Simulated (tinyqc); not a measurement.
Inside a calculation. Method: tight binding, dimerised chain. One step of it, computed by the program tinyqc.

Question. Levels at X. Diagonalise the Hermitian matrix.

H(k) at X (eV), order A, B:
```
[[0.000000, 1.060000],
 [1.060000, 0.000000]]
```

Give: eigenvalues; weights |c|^2 of the basis functions.

Answer.

eigenvalues (eV): [-1.060, 1.060]

weights |c|^2 of the basis functions, order A, B:
```
[[0.500, 0.500],
 [0.500, 0.500]]
```
